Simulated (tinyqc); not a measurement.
## Insulator thickness and V0 from two charges

Question. In an undoped wire Vg - V0 = Q/Cox + Vt ln(Q/Q0) + Vt ln(1 + Q/Q0) at the source, with Q0 = 4 eps0 eps_r Vt/R and Cox = eps0 eox/(R ln(1 + tox/R)). Find Cox, tox and V0.

Parameters, values chosen for the exercise; material values those of a made-up semiconductor: temperature T = 300 K; relative permittivity of the semiconductor eps_r = 17.6; relative permittivity of the gate insulator eox = 9.26; wire radius R = 6 nm.

Constants: q = 1.602176634e-19 C, kB = 1.380649e-23 J/K, Vt = kB T/q, eps0 = 8.8541878128e-14 F/cm where lengths are in cm. Results are converted to the units shown.

Qs at Vg = 0.86 and 1.26 V (nC/cm^2): 724.91517  1812.1546

Solution. The two equations are linear in 1/Cox and V0; tox follows by inverting the logarithm.

Cox = 3.044 uF/cm^2
tox = 3.400 nm
V0 = 0.5623 V

Numbers from tinyqc (`OMP_NUM_THREADS=1 python tinyqc.py 2460054 2460055 out.jsonl`; about 0.02 s on one thread of a shared Intel Xeon 2.30GHz).
